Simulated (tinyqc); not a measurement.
Course in time: spin coating of a resist or spin-on film: centrifugal thinning, evaporation and the final thickness (Emslie and Meyerhofer models). Computed by tinyqc, a small Python program. Command: `OMP_NUM_THREADS=1 python tinyqc.py 3111568 3111569 out.jsonl spincoat walk`. One thread of a shared host (Intel(R) Xeon(R) Processor @ 2.30GHz), about 0.08 s of CPU time with the checks.

A Newtonian film stays uniform over the wafer; solvent and solids have the same density and the concentration is uniform through the thickness.

Inputs (values chosen for the exercise, of the order of those of a polymer resist in an ester solvent):
```
quantity                                 value          unit
solids volume fraction c0                 0.22             -
kinematic viscosity of the solvent nu_s    1.8        mm^2/s
viscosity constant k                      1600        mm^2/s
viscosity exponent gamma                   2.7             -
spin speed f                              1000           rpm
evaporation rate at 1000 rpm e0           0.15  micrometre/s
starting thickness h0                      300    micrometre
wafer radius R                             150            mm
shrinkage in the bake                       15             %
```

Method:
- omega = 2 pi f/60; nu(c) = nu_s + k c^gamma; evaporation rate e = e0 sqrt(f/1000 rpm).
- Flow constant K = 2 omega^2/(3 nu(c0)); Reynolds number of the air omega R^2/nu_air with nu_air = 15 mm^2/s.
- Meyerhofer estimate: flow rules until (1 - c0) K h^3 = e, then evaporation alone: h_w = (e/((1 - c0) K))^(1/3), dry film c0 h_w.
- Full model for solids s and liquid l per area, h = s + l, c = s/h: ds/dt = -c Q, dl/dt = -(1 - c) Q - e, Q = 2 omega^2 h^3/(3 nu(c)); integrated adaptively (relative tolerance 1e-9) until l = 0.
- Dry film = s at l = 0, before the bake; film after the bake = s x (1 - shrinkage).
- Times are fractions of the time to dry.

omega = 104.720 1/s

evaporation rate e = 0.15 micrometre/s

dry film = 2266.57 nm

dry film, estimate = 2001.64 nm

History:
```
fraction       t (s)  h (micrometre)        c  nu (mm^2/s)         Q/e  s (nm)
0.003     1.8542e-01          97.219  0.22005        28.65  1.5633e+03   21393
0.010     6.1806e-01          55.316  0.22025        28.72  2.8728e+02   12184
0.030     1.8542e+00          32.291  0.22128        29.06  5.6476e+01    7145
0.100     6.1806e+00          17.700  0.22783        31.29  8.6384e+00    4033
0.200     1.2361e+01          12.403  0.24291        36.86  2.5230e+00    3013
0.350     2.1632e+01           9.080  0.27746        52.01  7.0147e-01    2519
0.500     3.0903e+01           7.116  0.33012        82.06  2.1400e-01    2349
0.700     4.3264e+01           5.073  0.44940       186.40  3.4144e-02    2280
0.900     5.5625e+01           3.195  0.70974       635.80  2.4995e-03    2267
```

Q/e drops below 1 between t = 12 and 22 s, when c has risen from 0.22 to about 0.277; after that row the solids fall by a further 10 %. The full model gives 1.13 times the two-stage estimate.
